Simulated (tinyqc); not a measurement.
Gated two-dimensional channel with two bands, quantum capacitance: one step of the calculation.

phi is the Fermi level above the lowest band edge, in volts; Vg is counted from the gate voltage at which an empty channel would have phi = 0. The channel has no thickness; trap charge is -q Dit phi.

Task. Gate capacitance. Cox = eps0 eox/tox.

Parameters, values chosen for the exercise:
```
symbol,value,unit,meaning
eox,21.7,,relative permittivity of the gate insulator (close to hafnium oxide)
tox,17,nm,insulator thickness
```

Constants: eps0 = 8.8541878128e-14 F/cm where lengths are in cm. Results are converted to the units shown.

Find: Cox.

Result.

Cox = 1.1302 uF/cm^2

Computed by the program tinyqc: `OMP_NUM_THREADS=1 python tinyqc.py 2200011 2200012 out.jsonl`, one thread of a shared Intel Xeon 2.30GHz, about 0.01 s for the whole run.
